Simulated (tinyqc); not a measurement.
Plane-wave Kohn-Sham cycle with exchange-only LDA in a layered model solid, step by step. One step of it, computed by the program tinyqc.

Task: Iteration 1: potential. V_H(G) = 4 pi rho(G)/G^2 for G != 0 (uniform background); v_x = -(3 rho/pi)^(1/3); V = V_ext + V_H + v_x; Fourier components f(G_m) = (1/N) sum_j f(x_j) exp(-i G_m x_j).

A solid whose potential varies along x alone (atomic units):
```
parameter                      value
period a                   15.400000
cross-section of the cell  35.000000
electrons per cell                 2
grid points                       16
plane waves -n..n, n               3
k points                           3
V1 in V1 cos(2 pi x/a)     -0.150000
```

density at the start, on the grid x_j = j a/N (e/bohr^3): [0.00371058, 0.00371058, 0.00371058, 0.00371058, 0.00371058, 0.00371058, 0.00371058, 0.00371058, 0.00371058, 0.00371058, 0.00371058, 0.00371058, 0.00371058, 0.00371058, 0.00371058, 0.00371058]

Give: Potentials on the grid; V(G_m), m = 0, 1, 2, ....

Result:

Potentials on the grid (hartree):
```
x        V_ext    V_H     v_x          V
0.000   -0.150  0.000  -0.152     -0.302
0.963   -0.139  0.000  -0.152     -0.291
1.925   -0.106  0.000  -0.152     -0.259
2.888   -0.057  0.000  -0.152     -0.210
3.850        0  0.000  -0.152     -0.152
4.812    0.057  0.000  -0.152     -0.095
5.775    0.106  0.000  -0.152     -0.046
6.737    0.139  0.000  -0.152     -0.014
7.700    0.150  0.000  -0.152  -2.45e-03
8.662    0.139  0.000  -0.152     -0.014
9.625    0.106  0.000  -0.152     -0.046
10.588   0.057  0.000  -0.152     -0.095
11.550       0  0.000  -0.152     -0.152
12.512  -0.057  0.000  -0.152     -0.210
13.475  -0.106  0.000  -0.152     -0.259
14.438  -0.139  0.000  -0.152     -0.291
```

V(G_m), m = 0, 1, 2, ... (hartree): [-0.152, -0.075, 0.000, 0.000, 0.000, 0.000, 0.000]
